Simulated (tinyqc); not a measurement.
Random telegraph noise from one oxide trap in a small MOSFET: two steps of the calculation.

An acceptor-like trap exchanges electrons with the channel. Inversion charge Q = Cox u, u = n Vt W0(exp((Vg - VT)/(n Vt))), W0 the Lambert function, n = nf, Cox = eps0 eox/tox; linear regime Id = (W/L) mu Q Vd. Relative to threshold the surface potential rises by Vt ln(u/u0) and the oxide voltage by the rest of Vg - VT, with u0 = n Vt W0(1).

Parameters, values chosen for the exercise; values of the order met in silicon transistors:
- T = 200 K (temperature)
- eox = 3.9 (relative permittivity of the gate insulator (close to silicon dioxide))
- tox = 1.2 nm (insulator thickness)
- xt = 0.53 nm (depth of the trap from the channel interface)
- E0 = 0.29 eV (trap level above the channel Fermi level at threshold)
- s0 = 2e-15 cm^2 (capture prefactor)
- EB = 0.18 eV (capture barrier (lattice relaxation))
- lt = 0.17 nm (tunnelling decay length)
- vth = 2.1e7 cm/s (thermal velocity)
- zi = 2.3 nm (thickness of the inversion layer)
- VT = 0.34 V (threshold voltage)
- nf = 1.07 (body factor)
- W = 31 nm (gate width)
- L = 120 nm (gate length)
- mu = 110 cm^2/(V s) (mobility)
- asc = 0 V s (scattering coefficient of the charged trap)
- Vd = 0.1 V (drain voltage)
- Vg = 0.86 V (gate voltage)

Constants: q = 1.602176634e-19 C, kB = 1.380649e-23 J/K, Vt = kB T/q, eps0 = 8.8541878128e-14 F/cm where lengths are in cm. Results are converted to the units shown.

Problem 1. Trap level, time constants and occupancy. N = Cox u/q; dpsi = Vt ln(u/u0); E = E0 - dpsi - (xt/tox)(Vg - VT - dpsi); capture time tc = 1/[(N/zi) vth s0 exp(-xt/lt - EB/Vt)]; emission time te = tc exp(-E/Vt); occupancy te/(tc + te).

Give: u; N; dpsi; E; tc; te; occupancy.

Solution 1.

u = 0.46066 V
N = 8.2737e12 cm^-2
dpsi = 0.065237 V
E = 0.023909 eV
tc = 5.1352e-7 s
te = 1.2825e-7 s
occupancy = 0.19984

The trap lies 1.4 Vt above the Fermi level, so it is filled 20.0 % of the time.

Problem 2. Step height. A = W L; threshold step dV = q (1 - xt/tox)/(Cox A); gm/Id = 1/(u + n Vt); relative step dI/I = (gm/Id) dV + asc mu/A. Id as defined.

u = 0.46065530 V
N = 8.2736619e12 cm^-2

Wanted: electrons in the channel N A; dV; gm/Id; number part of dI/I; dI/I; Id; dI.

Solution 2.

electrons in the channel N A = 307.78
dV = 0.83566 mV
gm/Id = 2.0873 1/V
number part of dI/I = 0.17442 %
dI/I = 0.17442 %
Id = 3.7669 uA
dI = 6.5703 nA

Range of the model: VT is taken as given; short-channel effects and the uneven flow of current among few electrons are left out.

Numbers from tinyqc (`OMP_NUM_THREADS=1 python tinyqc.py 2710113 2710114 out.jsonl`; about 0.01 s on one thread of a shared Intel Xeon 2.30GHz).
